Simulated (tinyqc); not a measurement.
Isotype n-N heterojunction, non-linear Poisson equation by Newton steps, Boltzmann statistics: two steps of the calculation.

One dimension, material 1 (n-type) at x < 0 and material 2 (n-type) at x > 0. Band edges: Ec = -psi in material 1 and -psi + dEc in material 2, Ev = Ec - Eg. Equilibrium, Fermi level at 0. n = Nc F((EFn - Ec)/Vt), p = Nv F((Ev - EFp)/Vt), with F(eta) = exp(eta) (Boltzmann statistics); full ionisation, no interface charge, classical densities; the doping types are chosen for the exercise.

Parameters, values chosen for the exercise; band and dielectric values close to those of InP and In0.53Ga0.47As:
```
symbol    value   unit                                          meaning
T           350      K                                      temperature
Eg1        1.34     eV                           band gap of material 1
Nc1     7.08e17  cm^-3  conduction-band density of states of material 1
Nv1     1.37e19  cm^-3     valence-band density of states of material 1
Eg2       0.751     eV                           band gap of material 2
Nc2     2.68e17  cm^-3  conduction-band density of states of material 2
Nv2     9.64e18  cm^-3     valence-band density of states of material 2
dEc       -0.24     eV                 conduction-band offset Ec2 - Ec1
N1       6.6e16  cm^-3                      donor density of material 1
N2       2.7e16  cm^-3                      donor density of material 2
V             0      V                    bias of side 1 against side 2
```

Constants: q = 1.602176634e-19 C, kB = 1.380649e-23 J/K, Vt = kB T/q. Results are converted to the units shown.

Task 1. Newton step. Solve the tridiagonal system a_(i-1) d_(i-1) + b_i d_i + a_i d_(i+1) = -F_i for nodes 1 to 10, with d = 0 on fixed nodes. The full step is added.

coupling a_i, interval 0 to 10 (F/cm^2): 1.2619762e-7  1.9605702e-7  3.0329262e-7  4.7121000e-7  7.7105782e-7  6.0191030e-7  4.4431924e-7  3.2846181e-7  2.4195602e-7  1.7968793e-7  1.3138472e-7

```
node  diagonal b (F/cm^2)  residual F (C/cm^2)
1           -1.0814304e-5        -2.4143485e-7
2           -1.5873938e-5        -4.3406855e-7
3           -2.8631232e-6        -5.4036613e-8
4           -1.3435119e-6        -1.0440250e-9
5           -1.0854220e-5        -2.3009639e-7
6           -9.8903471e-6        -2.5520790e-7
7           -8.6736061e-6        -2.2421077e-7
8           -6.7302064e-6        -1.6664046e-7
9           -4.4446721e-6        -9.5141065e-8
10          -2.5904677e-6        -3.1880018e-8
```

psi after iteration 1, node 0 to 11 (V): -0.07156491  -0.02838656  -0.00362517  -0.05062238  -0.12862384  -0.19994847  -0.21118954  -0.22372193  -0.24040335  -0.26233012  -0.28870913  -0.30922326

Wanted: Newton step d; psi after iteration 2.

Result 1.

Newton step d, node 1 to 10 (V): -0.022835  -0.028119  -0.025780  -0.023867  -0.024478  -0.028566  -0.028335  -0.026986  -0.023438  -0.013932
psi after iteration 2, node 0 to 11 (V): -0.07156  -0.05122  -0.03174  -0.07640  -0.15249  -0.22443  -0.23976  -0.25206  -0.26739  -0.28577  -0.30264  -0.30922

Task 2. Band edges, densities and displacement. Ec, Ev, n and p as defined; D = a_k (psi_(k+1) - psi_k) on the interval that holds the interface.

```
node  x (nm)  converged psi (V)  material
0       -210        -0.07156491         1
1       -123        -0.07202241         1
2        -67        -0.07812246         1
3      -30.8        -0.11347345         1
4       -7.5        -0.18635178         1
5        7.5        -0.25656771         2
6       27.8        -0.28650731         2
7       55.3        -0.30091833         2
8       92.5        -0.30690664         2
9        143        -0.30877690         2
10       211        -0.30916857         2
11       304        -0.30922326         2
```

coupling a_i, interval 0 to 10 (F/cm^2): 1.2619762e-7  1.9605702e-7  3.0329262e-7  4.7121000e-7  7.7105782e-7  6.0191030e-7  4.4431924e-7  3.2846181e-7  2.4195602e-7  1.7968793e-7  1.3138472e-7

Find: Ec; Ev; n; p; D.

Result 2.

```
node  Ec (eV)  Ev (eV)  n (cm^-3)  p (cm^-3)
0     0.07156  -1.2684  6.6000e16     7.4483
1     0.07202  -1.2680  6.5006e16     7.5622
2     0.07812  -1.2619  5.3103e16     9.2573
3     0.11347  -1.2265  1.6447e16     29.889
4     0.18635  -1.1536  1.4679e15     334.90
5     0.01657  -0.7344  1.5473e17   2.5628e8
6     0.04651  -0.7045  5.7340e16   6.9156e8
7     0.06092  -0.6901  3.5559e16   1.1152e9
8     0.06691  -0.6841  2.9156e16   1.3601e9
9     0.06878  -0.6822  2.7403e16   1.4471e9
10    0.06917  -0.6818  2.7049e16   1.4660e9
11    0.06922  -0.6818  2.7000e16   1.4687e9
```

D = -54.141 nC/cm^2

Range of the model: At the interface a carrier density exceeds a fifth of the band density of states, where Boltzmann statistics overestimate it. The accumulation layer is thin enough for quantum confinement, which this classical model leaves out.

Program tinyqc, `OMP_NUM_THREADS=1 python tinyqc.py 2040086 2040087 out.jsonl`; Intel Xeon 2.30GHz, shared host, one thread, about 0.01 s.
